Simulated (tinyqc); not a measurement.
Eight-band Kane k.p model with strain: one step. Levels and orbital character. Four cases, with inputs chosen for the exercise.

Problem. Diagonalise H; the levels come in pairs. The weights are summed over spin and averaged over each pair.

Case 1.

H(k) (eV):
```
            S+                   X+                   Y+          Z+          S-
S+    2.965661           -0.642418i            0.542732i           0           0
X+   0.642418i            -0.052632  -0.157049-0.028000i           0           0
Y+  -0.542732i  -0.157049+0.028000i            -0.083430           0           0
Z+           0                    0                    0   -0.097000           0
S-           0                    0                    0           0    2.965661
X-           0                    0                    0   -0.028000   0.642418i
Y-           0                    0                    0  -0.028000i  -0.542732i
Z-           0             0.028000            0.028000i           0           0

                     X-                   Y-          Z-
S+                    0                    0           0
X+                    0                    0    0.028000
Y+                    0                    0  -0.028000i
Z+            -0.028000            0.028000i           0
S-           -0.642418i            0.542732i           0
X-            -0.052632  -0.157049+0.028000i           0
Y-  -0.157049-0.028000i            -0.083430           0
Z-                    0                    0   -0.097000
```

Case 2.

H(k) (eV):
```
            S+                  X+                  Y+          Z+          S-
S+    0.644953          -0.291395i           0.090433i   0.160770i           0
X+   0.291395i           -0.171791  0.004314-0.096000i    0.007669           0
Y+  -0.090433i  0.004314+0.096000i           -0.184074   -0.002380           0
Z+  -0.160770i            0.007669           -0.002380    0.128784           0
S-           0                   0                   0           0    0.644953
X-           0                   0                   0   -0.096000   0.291395i
Y-           0                   0                   0  -0.096000i  -0.090433i
Z-           0            0.096000           0.096000i           0  -0.160770i

                    X-                  Y-          Z-
S+                   0                   0           0
X+                   0                   0    0.096000
Y+                   0                   0  -0.096000i
Z+           -0.096000           0.096000i           0
S-          -0.291395i           0.090433i   0.160770i
X-           -0.171791  0.004314+0.096000i    0.007669
Y-  0.004314-0.096000i           -0.184074   -0.002380
Z-            0.007669           -0.002380    0.128784
```

Case 3.

H(k) (eV):
```
            S+                  X+                  Y+          Z+          S-
S+    2.854326           0.282563i           0.412977i           0           0
X+  -0.282563i           -0.038466  0.011861-0.027333i           0           0
Y+  -0.412977i  0.011861+0.027333i           -0.016078           0           0
Z+           0                   0                   0   -0.009056           0
S-           0                   0                   0           0    2.854326
X-           0                   0                   0   -0.027333  -0.282563i
Y-           0                   0                   0  -0.027333i  -0.412977i
Z-           0            0.027333           0.027333i           0           0

                    X-                  Y-          Z-
S+                   0                   0           0
X+                   0                   0    0.027333
Y+                   0                   0  -0.027333i
Z+           -0.027333           0.027333i           0
S-           0.282563i           0.412977i           0
X-           -0.038466  0.011861+0.027333i           0
Y-  0.011861-0.027333i           -0.016078           0
Z-                   0                   0   -0.009056
```

Case 4.

H(k) (eV):
```
            S+                   X+                   Y+          Z+          S-
S+    3.387698            0.299747i            0.167506i           0           0
X+  -0.299747i            -0.069196  -0.005367-0.087667i           0           0
Y+  -0.167506i  -0.005367+0.087667i            -0.073314           0           0
Z+           0                    0                    0   -0.292067           0
S-           0                    0                    0           0    3.387698
X-           0                    0                    0   -0.087667  -0.299747i
Y-           0                    0                    0  -0.087667i  -0.167506i
Z-           0             0.087667            0.087667i           0           0

                     X-                   Y-          Z-
S+                    0                    0           0
X+                    0                    0    0.087667
Y+                    0                    0  -0.087667i
Z+            -0.087667            0.087667i           0
S-            0.299747i            0.167506i           0
X-            -0.069196  -0.005367+0.087667i           0
Y-  -0.005367-0.087667i            -0.073314           0
Z-                    0                    0   -0.292067
```

Give: levels, each twofold; weights.

Solution.

Case 1.

levels, each twofold (eV): -0.2425  -0.1364  -0.0821  3.1935

weights:
```
   pair 1  pair 2  pair 3  pair 4
S   0.006   0.051   0.011   0.932
X   0.494   0.394   0.072   0.040
Y   0.446   0.441   0.085   0.029
Z   0.055   0.114   0.832   0.000
```

The conduction pair has 6.8 % valence character at this k; the valence pair with most S character is pair 2 (5.1 %).

Case 2.

levels, each twofold (eV): -0.3716  -0.1336  0.1395  0.7835

weights:
```
   pair 1  pair 2  pair 3  pair 4
S   0.062   0.048   0.035   0.855
X   0.548   0.309   0.061   0.082
Y   0.312   0.621   0.058   0.009
Z   0.078   0.022   0.846   0.054
```

The conduction pair has 14.5 % valence character at this k; the valence pair with most S character is pair 1 (6.2 %).

Case 3.

levels, each twofold (eV): -0.1200  -0.0361  0.0077  2.9392

weights:
```
   pair 1  pair 2  pair 3  pair 4
S   0.020   0.007   0.000   0.972
X   0.401   0.477   0.113   0.009
Y   0.483   0.412   0.086   0.019
Z   0.095   0.104   0.801   0.000
```

The conduction pair has 2.8 % valence character at this k; the valence pair with most S character is pair 1 (2.0 %).

Case 4.

levels, each twofold (eV): -0.3708  -0.1001  0.0026  3.4215

weights:
```
   pair 1  pair 2  pair 3  pair 4
S   0.001   0.005   0.003   0.990
X   0.149   0.402   0.442   0.007
Y   0.139   0.309   0.550   0.002
Z   0.711   0.284   0.005   0.000
```

The conduction pair has 1.0 % valence character at this k; the valence pair with most S character is pair 2 (0.5 %).

Computed by tinyqc, one run a case: `OMP_NUM_THREADS=1 python tinyqc.py N N+1 out.jsonl` with N = 1050948, 1050964, 1051093, 1051334; one thread of a shared Intel(R) Xeon(R) Processor @ 2.30GHz, about 0.02 s a run at most.
